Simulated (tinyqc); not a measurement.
Inside a calculation. Method: Hubbard ring of 5 sites. Computed by tinyqc, a small Python program that keeps every step. Settings: hopping = 1.12, U = 8.6, mixing = 1, iteration cap = 86. Command: `OMP_NUM_THREADS=1 python tinyqc.py 20134 20135 out.jsonl` (the two numbers bound the seeds that draw the settings). One thread of a shared host (Intel(R) Xeon(R) Processor @ 2.60GHz), about 0.3 s of CPU time with the checks.

one-body matrix (hopping and site energies) (eV), lower triangle:
```
           1          2          3          4         5
1  -0.810000
2  -1.120000  -0.230000
3   0.000000  -1.120000  -0.070000
4   0.000000   0.000000  -1.120000  -0.680000
5  -1.120000   0.000000   0.000000  -1.120000  0.890000
```

U = 8.600000 eV

electrons, up and down: 4  2

n(up) at the start (a guess, not normalised): 1 1.000000, 2 0.500000, 3 1.000000, 4 0.500000, 5 1.000000

n(down) at the start (a guess): 1 0.100000, 2 0.700000, 3 0.100000, 4 0.700000, 5 0.100000

Each step fills the lowest levels of T + U n(other spin) and sets n(new) = n + mixing (n(out) - n); stop when output and input agree to 1e-8.

Course of the cycle:

| iteration | E (eV) | largest \|n(out) - n(in)\| | mean \|n_up - n_down\| |
|---|---|---|---|
| 1 | 5.84082194 | 3.75e-01 | 0.696038 |
| 2 | 5.96370376 | 2.23e-01 | 0.648677 |
| 3 | 5.62254488 | 3.58e-01 | 0.748007 |
| 4 | 5.27325080 | 3.42e-01 | 0.756116 |
| 5 | 5.17857717 | 7.04e-02 | 0.770386 |
| 6 | 5.16559114 | 8.01e-02 | 0.772383 |
| 7 | 5.16502136 | 3.87e-03 | 0.772338 |
| 8 | 5.16496520 | 5.15e-03 | 0.772372 |
| 9 | 5.16495769 | 4.99e-04 | 0.772394 |
| 10 | 5.16495660 | 6.84e-04 | 0.772396 |
| 11 | 5.16495644 | 7.17e-05 | 0.772401 |
| 12 | 5.16495642 | 9.89e-05 | 0.772402 |
| 13 | 5.16495641 | 1.06e-05 | 0.772403 |
| 14 | 5.16495641 | 1.46e-05 | 0.772403 |
| 15 | 5.16495641 | 1.57e-06 | 0.772403 |
| 16 | 5.16495641 | 2.17e-06 | 0.772403 |
| 17 | 5.16495641 | 2.34e-07 | 0.772403 |
| 18 | 5.16495641 | 3.24e-07 | 0.772403 |
| 19 | 5.16495641 | 3.48e-08 | 0.772403 |
| 20 | 5.16495641 | 4.82e-08 | 0.772403 |
| 21 | 5.16495641 | 5.19e-09 | 0.772403 |

Can the last value be used, and what does the course show?

No, though the log alone does not show it. Converged in 21 iterations. But random starts reach 4.96087 eV, so this is another stationary point, not the lowest one. Reruns (cap 100 unless said): mixing 0.2: not converged; mixing 0.5: converged in 48 to a higher stationary point (E = 5.16496); mixing 0.9: converged in 24 to a higher stationary point (E = 5.16496). Before convergence this energy mixes input and output and is not variational, so it may rise towards its limit.
